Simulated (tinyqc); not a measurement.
Doping the contact: Schottky barrier with interface states (Cowley-Sze model), image lowering and contact resistance. Computed by tinyqc, a small Python program. Command: `OMP_NUM_THREADS=1 python tinyqc.py 3018519 3018520 out.jsonl pinning walk`. One thread of a shared host (Intel(R) Xeon(R) Processor @ 2.30GHz), about 0.01 s of CPU time with the checks.

An n-type semiconductor under a metal. The barrier lies between the Schottky-Mott limit phi_M - chi and the Bardeen limit E_g - E_n, E_n being the neutrality level of the interface states; the space-charge term of the full Cowley-Sze expression is left out.

Inputs (values chosen for the exercise, with gap, mass and screening modelled on germanium):

| quantity | value | unit |
|---|---|---|
| gap E_g | 0.657 | eV |
| electron affinity chi | 4.03 | eV |
| metal work function phi_M | 4.55 | eV |
| neutrality level E_n above the valence band | 0.256 | eV |
| interface-state density D | 9.2e+12 | cm^-2 eV^-1 |
| dipole layer thickness delta | 0.33 | nm |
| dipole layer constant eps_i | 1 | - |
| dielectric constant eps_s | 16.1 | - |
| electron mass m_e | 0.225 | m_0 |
| valleys M_c | 4 | - |
| temperature T | 425 | K |

Pinning factor from: interface states.

Constants: e = 1.602176634e-19 C; eps_0 = 8.8541878128e-12 F/m; k_B = 8.617333262e-05 eV/K; hbar = 1.054571817e-34 J s; m_0 = 9.1093837015e-31 kg; k_B = 1.380649e-23 J/K; h = 6.62607015e-34 J s.

Method:
- S = 1/(1 + e^2 D delta/(eps_i eps_0)); for D per eV, e^2 D is the number e x D in SI units, with 1 cm^-2 = 1e4 m^-2.
- phi_B = S (phi_M - chi) + (1 - S)(E_g - E_n); the hole barrier is E_g - phi_B.
- A* = 4 pi e m_e M_c k_B^2/h^3 (a simple valley count); J_s = A* T^2 exp(-phi/k_B T).
- E_00 = (e hbar/2) sqrt(N/(m_e eps_s eps_0)), E_0 = E_00 coth(E_00/k_B T); scaling form of the contact resistivity rho_c = (k_B/(e A* T)) exp(phi_B/E_0), which is the thermionic result when E_00 << k_B T and keeps only the leading exponential of tunnelling when E_00 >> k_B T; image lowering is left out of it.
- Regimes: thermionic below E_00/k_B T = 0.5, field emission above 5.

barrier phi_B = 0.477806 eV

Against doping:

| N (cm^-3) | 1e10/sqrt(N) | E_00/k_B T | rho_c (ohm cm^2) | regime |
|---|---|---|---|---|
| 1.00e+16 | 1.0000e+02 | 2.6636e-02 | 8.6608e-04 | thermionic emission |
| 1.00e+17 | 3.1623e+01 | 8.4229e-02 | 8.4243e-04 | thermionic emission |
| 1.00e+18 | 1.0000e+01 | 2.6636e-01 | 6.4358e-04 | thermionic emission |
| 3.00e+18 | 5.7735e+00 | 4.6134e-01 | 3.7020e-04 | thermionic emission |
| 1.00e+19 | 3.1623e+00 | 8.4229e-01 | 7.8419e-05 | thermionic-field emission |
| 3.00e+19 | 1.8257e+00 | 1.4589e+00 | 5.7327e-06 | thermionic-field emission |
| 1.00e+20 | 1.0000e+00 | 2.6636e+00 | 2.3965e-07 | thermionic-field emission |
| 3.00e+20 | 5.7735e-01 | 4.6134e+00 | 3.1684e-08 | thermionic-field emission |
| 1.00e+21 | 3.1623e-01 | 8.4229e+00 | 8.8231e-09 | field emission |

Even over the thermionic rows rho_c falls by a factor 2.3, since the barrier is many E_0 high, and then it falls faster, by 5.0 decades in all; in field emission ln rho_c is linear in 1/sqrt(N). It passes below 1e-7 ohm cm^2 at N = 3e20 cm^-3 of those listed.
